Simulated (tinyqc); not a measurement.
Adsorption as a lattice gas: isotherms with interactions, competition, desorption peaks and saturation dose: one step, computed by the program tinyqc.

One adsorbate per site; a molecule needs 2 empty sites. Gas and surface have the same temperature.

Task: Flux and the Langmuir coverage. Flux F = p/sqrt(2 pi M k_B T); k_d = nu exp(-E/(k_B T)); 2 s0 F (1 - theta)^2 = N_s k_d theta^2, so y = sqrt(2 s0 F/(N_s k_d)), theta = y/(1 + y). With a second gas on the same sites theta = y/(1 + y + K_B p_B).

Inputs (values chosen for the exercise, for a model surface): desorption energy E = 1.04 eV; prefactor nu = 9.6e+13 1/s; site density N_s = 5.8 1/nm^2; molecular mass M = 232 u; sticking coefficient s0 = 0.0037; temperature T = 493 K; pressure p = 29000 Pa; blocking by a second gas, K_B p_B = 0.058.

Adsorption: dissociative (second order).

Constants: u = 1.6605390666e-27 kg; k_B = 1.380649e-23 J/K; k_B = 8.617333262e-05 eV/K.

Give: flux F; k_d; y; Langmuir coverage; coverage with the second gas.

Result:

flux F = 2.259e+08 1/(nm^2 s)

k_d = 2242 1/s

y = 11.34

Langmuir coverage = 0.9190

coverage with the second gas = 0.9147
